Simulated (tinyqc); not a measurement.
What moves the results: interband optics of a two-band s-p chain from momentum matrix elements. A value that a table varies takes the place of the one given here.

H(k) = [[Es - 2 ts cos ka, 2i V sin ka], [-2i V sin ka, Ep_ + 2 tp cos ka]] in the basis s, p; the lower band is full, with two electrons a cell. The velocity operator times hbar is W = dH/dk (eV angstrom); intra-atomic dipoles are left out.

With w(k) = |<c|W|v>|^2 and D(k) = Ec - Ev, on the mesh k_j = (j + 1/2)/N (2 pi/a): eps(E) = 1 + (8 pi e2/(a Ar)) mean_j (w/D^2) [1/(D - E - i eta) + 1/(D + E + i eta)], e2 = e^2/(4 pi eps0); light polarised along the chains, no local fields.

Constants: e^2/(4 pi eps0) = 14.39964547 eV angstrom; hbar^2/2m0 = 3.80998211 eV angstrom^2.

Inputs chosen for the exercise:

| symbol | value | unit | meaning |
|---|---|---|---|
| a | 4.31 | angstrom | period |
| Es | 2.89 | eV | upper orbital (s) |
| Ep_ | -2.76 | eV | lower orbital (p) |
| ts | 0.44 | eV | s-s hopping |
| tp | 0.67 | eV | p-p hopping |
| V | 1.66 | eV | s-p hopping |
| Ar | 6.8 | angstrom^2 | cross-section per chain |
| eta | 0.1 | eV | Lorentzian half width |
| E | 6.98 | eV | photon energy |

## Joint density of states against eps2

Mesh of 2000 points. J(E) = mean of (eta/pi)/((E - D)^2 + eta^2). The fourth column is J times the constant (8 pi^2 e2/(a Ar)) mean(w/D^2). R = |(sqrt(eps) - 1)/(sqrt(eps) + 1)|^2.

Spectrum:

| E (eV) | J (1/eV) | eps2 | eps2 with constant element | eps1 | R |
|---|---|---|---|---|---|
| 2.83 | 0.007 | 3.134 | 0.721 | 31.223 | 0.486 |
| 3.44 | 0.140 | 84.395 | 13.769 | 52.780 | 0.704 |
| 4.05 | 0.086 | 27.022 | 8.514 | -17.917 | 0.722 |
| 4.66 | 0.072 | 10.903 | 7.090 | -12.013 | 0.712 |
| 5.27 | 0.069 | 5.089 | 6.762 | -6.957 | 0.681 |
| 5.88 | 0.070 | 2.537 | 6.896 | -2.953 | 0.562 |
| 6.49 | 0.076 | 1.417 | 7.446 | 0.797 | 0.088 |
| 7.10 | 0.089 | 1.370 | 8.786 | 5.862 | 0.180 |
| 7.71 | 0.177 | 9.571 | 17.462 | 22.141 | 0.446 |
| 8.32 | 0.367 | 19.767 | 36.172 | -9.858 | 0.647 |
| 8.94 | 0.535 | 12.864 | 52.717 | -17.822 | 0.777 |
| 9.55 | 0.025 | 0.872 | 2.457 | -9.144 | 0.945 |

How do the results move?

Transitions span 3.430 to 8.946 eV. Among the energies listed J peaks at 8.94 eV and eps2 at 3.44 eV. The ratio of eps2 to the constant-element value is 3.17 at 4.05 eV and 0.55 at 8.32 eV: w/D^2 is 17.403 angstrom^2 at the zone centre and 3.306 at the edge.

## Mesh against broadening

eps2 at E for three widths, and eps(0) at eta = 0; the last row is the mesh of 2000 points.

Convergence:

| N | eta = 0.03 eV | eta = 0.1 eV | eta = 0.3 eV | eps(0) |
|---|---|---|---|---|
| 4 | 0.236 | 0.780 | 2.148 | 3.9169 |
| 8 | 0.269 | 0.890 | 2.550 | 10.2759 |
| 16 | 0.652 | 1.575 | 3.123 | 14.3659 |
| 32 | 0.343 | 1.126 | 3.047 | 14.6367 |
| 64 | 0.420 | 1.251 | 3.058 | 14.6371 |
| 128 | 0.878 | 1.285 | 3.054 | 14.6371 |
| 2000 | 0.570 | 1.260 | 3.054 | 14.6371 |

How do the results move?

The first N from which eps2 stays within 2 % of the last row is above 128 for eta = 0.03, above 128 for 0.1 and 32 for 0.3 eV; for eps(0) and 0.1 % it is 32. E lies inside the range of transitions, so as a rule the spacing of D between mesh points must fall below eta (less so where the weight w is small at E).

## Static constant against the gap

Es takes the values listed; mesh of 400 points; the Penn-type estimate is 1 + 8 pi c e2 n_eff/(a Ar Dm^2) with Dm the f-weighted mean of D, f = w/(c D), n_eff = 2 mean(f), c = hbar^2/2m0.

Results:

| Es (eV) | smallest D (eV) | Dm (eV) | n_eff | eps(0) | estimate |
|---|---|---|---|---|---|
| 2.59 | 3.131 | 5.828 | 7.264 | 17.410 | 11.061 |
| 2.89 | 3.430 | 6.121 | 7.046 | 14.637 | 9.847 |
| 3.39 | 3.930 | 6.609 | 6.702 | 11.329 | 8.220 |
| 3.89 | 4.430 | 7.095 | 6.384 | 9.062 | 6.966 |
| 4.89 | 5.430 | 8.067 | 5.813 | 6.242 | 5.203 |
| 5.89 | 6.430 | 9.040 | 5.322 | 4.628 | 4.064 |
| 7.89 | 8.430 | 10.990 | 4.528 | 2.964 | 2.764 |

What does this show, and why?

eps(0) - 1 falls from 16.410 to 1.964, as Dm^-3.35; a fixed n_eff would give the power -2, and n_eff goes from 7.264 to 4.528. The single-gap estimate is low by 38.7 % of eps(0) - 1 in the first row and 10.2 % in the last, since 1/D^2 favours the smallest separations. n_eff need not equal the 2 electrons of the cell: a two-orbital basis with chosen hoppings does not obey the free-electron sum rule.

## What moves the optical response

Mesh of 400 points; n_eff = 2 mean(w/(c D)), c = hbar^2/2m0. Each row changes one parameter from the base and keeps the others.

Results:

| case | smallest D (eV) | largest D (eV) | n_eff | eps(0) |
|---|---|---|---|---|
| base | 3.430 | 8.946 | 7.046 | 14.637 |
| a = 4.526 angstrom | 3.430 | 8.946 | 7.769 | 15.321 |
| Es = 3.19 eV | 3.730 | 9.162 | 6.837 | 12.496 |
| ts = 0.528 eV | 3.254 | 8.988 | 7.097 | 15.852 |
| V = 1.826 eV | 3.431 | 9.408 | 8.099 | 16.430 |
| Ar = 7.48 angstrom^2 | 3.430 | 8.946 | 7.046 | 13.397 |

How do the results move?

The largest shifts from the base row, up to three for each result and ties (the steps differ in size, so this ranks the rows, not the parameters). smallest D (eV): Es +0.300, ts -0.176, V +0.000; unchanged at the printed digits by a and Ar. largest D (eV): V +0.463, Es +0.216, ts +0.042; unchanged at the printed digits by a and Ar. n_eff: V +1.053, a +0.724, Es -0.209; unchanged at the printed digits by Ar. eps(0): Es -2.141, V +1.793, Ar -1.240.

Computed by tinyqc, a small Python program: `OMP_NUM_THREADS=1 python tinyqc.py 1651349 1651350 out.jsonl` (the numbers bound the seed that draws the inputs); one thread of a shared host (Intel(R) Xeon(R) Processor @ 2.30GHz), about 0.01 s for the whole set of steps.
